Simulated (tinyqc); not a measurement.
All hoppings scaled: three-band tight binding of a dichalcogenide monolayer.

Parameters, chosen for this exercise (near a published set for monolayer MoS2; the results hold for these values, not for the real material): e1 = 1.043 eV (level of dz2); e2 = 2.084 eV (level of dxy and dx2-y2); t0 = -0.184 eV (hopping); t1 = 0.391 eV (hopping); t2 = 0.508 eV (hopping); t11 = 0.22 eV (hopping); t12 = 0.342 eV (hopping); t22 = 0.057 eV (hopping); lam = 0.074 eV (spin-orbit constant).

The six hoppings are multiplied by f; e1, e2 and lam stay (real strain also moves e1 and e2, so this is no model of it). Closed forms: Ev(K) = e2 - (3/2)(t11 + t22) - 3 sqrt3 t12 + lam, Ec(K) = e1 - 3 t0, Ev(Gamma) = e1 + 6 t0.

Gaps (eV):
```
f,direct gap at K,Ev(K) - Ev(Gamma),Ec(K) - top of valence band
0.85,1.2179,0.1897,1.2179
0.90,1.3551,0.1353,1.3551
0.94,1.4649,0.0917,1.4649
0.97,1.5472,0.0591,1.5472
1.00,1.6296,0.0264,1.6296
1.03,1.7119,-0.0062,1.7057
1.06,1.7943,-0.0389,1.7554
1.10,1.9040,-0.0824,1.8216
```

The direct gap changes by +27.4 meV for each per cent of f. The top of the valence band passes between Gamma and K at f = 1.024; where it is at Gamma the gap to Ec(K) is indirect.

Run: tinyqc, `OMP_NUM_THREADS=1 python tinyqc.py 1482619 1482620 out.jsonl`; Intel(R) Xeon(R) Processor @ 2.30GHz, one thread, shared host; about 0.01 s of CPU time with all checks.
